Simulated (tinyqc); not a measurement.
Pillar capacitor in an array: capacitance, non-linearity, leakage and relaxation: one step of the calculation.

A film between two metal electrodes, each interface adding a series capacitance ci. The small-signal permittivity is ek (1 + aq E^2); the field is found with the linear permittivity. Leakage J = J0 sinh(E/Ef). After a voltage step the film passes a relaxation current kr C V tt^(-nr), tt being the time in seconds. The sidewall is a coaxial capacitor with radii a = dm/2 and b = dm/2 + t, depth AR dm; the end face is left out.

Question. Planar capacitance, field and non-linearity. Planar film: Cf = eps0 ek/t, 1/C = 1/Cf + 2/ci, EOT = 3.9 eps0/C, effective permittivity C t/eps0, E = (V/t) C/Cf; quadratic coefficient [C(V)/C - 1]/V^2 with Cf (1 + aq E^2) in C(V).

Values chosen for this exercise; permittivity of the order of that of silicon nitride: relative permittivity of the film ek = 6.91; film thickness t = 6.6 nm; capacitance of each electrode interface (dead layer and screening) ci = 1000 uF/cm^2; quadratic field coefficient of the permittivity aq = 0.0018 cm^2/MV^2; bias V = 1.7 V; leakage prefactor J0 = 2.2e-10 A/cm^2; field for an e-fold rise of the leakage Ef = 0.41 MV/cm.

Constants: eps0 = 8.8541878128e-14 F/cm where lengths are in cm. Results are converted to the units shown.

Give: Cf; C; EOT; effective permittivity; E; quadratic coefficient; J.

Answer.

Cf = 0.92701 uF/cm^2
C = 0.92529 uF/cm^2
EOT = 3.7319 nm
effective permittivity = 6.8972
E = 2.5710 MV/cm
quadratic coefficient = 4109.2 ppm/V^2
J = 5.8174e-8 A/cm^2

The interfaces take 0.185 % of the voltage.

Program tinyqc, `OMP_NUM_THREADS=1 python tinyqc.py 2102047 2102048 out.jsonl`; Intel Xeon 2.30GHz, shared host, one thread, about 0.01 s.
